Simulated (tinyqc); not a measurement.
Thin-film transistor with exponential tail and deep states, accumulation layer: two steps of the calculation.

An undoped film in accumulation, thicker than the space-charge layer. With band bending psi the Fermi level lies E0 - psi below the band edge. Free electrons n = n0 exp(psi/Vt) carry the current; electrons in two exponential distributions of traps, a = a0 exp(psi/Va) and d = d0 exp(psi/Vp), do not. Linear regime, ohmic contacts, traps in equilibrium.

Values chosen for this exercise; values close to those of an organic semiconductor: temperature T = 270 K; relative permittivity of the semiconductor eps_r = 3.2; density of extended states Nc = 1.3e20 cm^-3; total density of tail states Nt = 1.1e20 cm^-3; characteristic temperature of the tail Tt = 450 K; total density of deep states Nd = 2.9e17 cm^-3; characteristic temperature of the deep states Td = 1290 K; bulk Fermi level below the band edge E0 = 0.52 eV; gate capacitance Ci = 17 nF/cm^2; gate voltage above flat band Vg = 14 V.

Constants: q = 1.602176634e-19 C, kB = 1.380649e-23 J/K, Vt = kB T/q, eps0 = 8.8541878128e-14 F/cm where lengths are in cm. Results are converted to the units shown.

Task 1. Bulk densities. Va = kB Tt/q, Vp = kB Td/q; n0 = Nc exp(-E0/Vt), a0 = Nt th(T/Tt) exp(-E0/Va), d0 = Nd th(T/Td) exp(-E0/Vp), th(x) = pi x/sin(pi x).

Give: Va; Vp; th(T/Tt); n0; a0; d0.

Result 1.

Va = 0.038778 V
Vp = 0.11116 V
th(T/Tt) = 1.9820
n0 = 2.5568e10 cm^-3
a0 = 3.2715e14 cm^-3
d0 = 2.9015e15 cm^-3

Task 2. Surface potential by Newton steps. Va = kB Tt/q, Vp = kB Td/q. G(psi) = sum over the three kinds of c0 [V (exp(psi/V) - 1) - psi], field F = sqrt(2 q G/(eps0 eps_r)); Vg = psi + eps0 eps_r F/Ci at the surface. f = psi + eps0 eps_r F/Ci - Vg, f' = 1 + q rho/(Ci F) with rho = sum c0 (exp(psi/V) - 1); psi(new) = psi - f/f'.

psi after iteration 1 = 0.46877556 V
n0 = 2.5568420e10 cm^-3
a0 = 3.2714765e14 cm^-3
d0 = 2.9014745e15 cm^-3

Give: F; f; f'; psi after iteration 2.

Result 2.

F = 1718.4 kV/cm
f = 15.108 V
f' = 400.05
psi after iteration 2 = 0.43101 V

Numbers from tinyqc (`OMP_NUM_THREADS=1 python tinyqc.py 2610151 2610152 out.jsonl`; about 0.04 s on one thread of a shared Intel Xeon 2.30GHz).
